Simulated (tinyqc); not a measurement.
Tight binding, kagome lattice, step by step. Computed by tinyqc, a small Python program that keeps every step. Settings: t1 = 1.54, t2 = 0.72, delta = 0.12, bands filled = 2. Command: `OMP_NUM_THREADS=1 python tinyqc.py 26874 26875 out.jsonl` (the two numbers bound the seeds that draw the settings). One thread of a shared host (Intel(R) Xeon(R) Processor @ 2.60GHz), about 0.01 s of CPU time with the checks.

## Bloch Hamiltonian at k

Parameters chosen for this model:
```
parameter     value                unit
t1         1.540000    eV, up triangles
t2         0.720000  eV, down triangles
delta      0.120000        eV on site C
```

k point k (fractions of the reciprocal vectors): [0.170000, 0.030000]

H_AB = -t1 - t2 exp(-i k.a1), H_AC = -t1 - t2 exp(-i k.a2), H_BC = -t1 - t2 exp(i k.(a1 - a2)), H_CC = delta.

H(k) at k (eV), order A, B, C:
```
[[0.000000, -1.886863+0.630941i, -2.247247+0.134915i],
 [-1.886863-0.630941i, 0.000000, -1.998945-0.554770i],
 [-2.247247-0.134915i, -1.998945+0.554770i, 0.120000]]
```

## Levels at k

Diagonalise the Hermitian matrix.

eigenvalues (eV): [-4.171171, 1.959750, 2.331421]

weights |c|^2 of the basis functions, order A, B, C:
```
[[0.341026, 0.306361, 0.352613],
 [0.321843, 0.641979, 0.036177],
 [0.337130, 0.051660, 0.611210]]
```

## Bloch Hamiltonian at K

k point K (fractions of the reciprocal vectors): [0.333333, 0.666667]

As before.

H(k) at K (eV), order A, B, C:
```
[[0.000000, -1.180000+0.623538i, -1.180000-0.623538i],
 [-1.180000-0.623538i, 0.000000, -1.180000+0.623538i],
 [-1.180000+0.623538i, -1.180000-0.623538i, 0.120000]]
```

## Levels at K

As before.

eigenvalues (eV): [-2.320985, 0.139886, 2.301100]

weights |c|^2 of the basis functions, order A, B, C:
```
[[0.341496, 0.334385, 0.324119],
 [0.341496, 0.334385, 0.324119],
 [0.317009, 0.331229, 0.351762]]
```

## Bands along a path

The same steps at evenly spaced points between the labelled ones.

Bands along the path (eV):
```
k             band 1    band 2    band 3
G          -4.480469  2.260000  2.340469
G-K 0.20   -4.312009  2.142273  2.289736
G-K 0.40   -3.844888  1.680021  2.284867
G-K 0.60   -3.196329  1.028954  2.287375
G-K 0.80   -2.581637  0.408842  2.292795
K          -2.320985  0.139886  2.301100
K-M 0.20   -2.367297  0.181123  2.306174
K-M 0.40   -2.474975  0.283535  2.311440
K-M 0.60   -2.588414  0.392183  2.316230
K-M 0.80   -2.669787  0.470128  2.319659
M          -2.698980  0.498066  2.320913
M-K' 0.20  -2.669787  0.470128  2.319659
M-K' 0.40  -2.588414  0.392183  2.316230
M-K' 0.60  -2.474975  0.283535  2.311440
M-K' 0.80  -2.367297  0.181123  2.306174
K'         -2.320985  0.139886  2.301100
```

With 2 band(s) filled, the highest filled level on these points lies at G and the lowest empty one at G-K 0.40: a gap of 0.0249 eV, indirect.
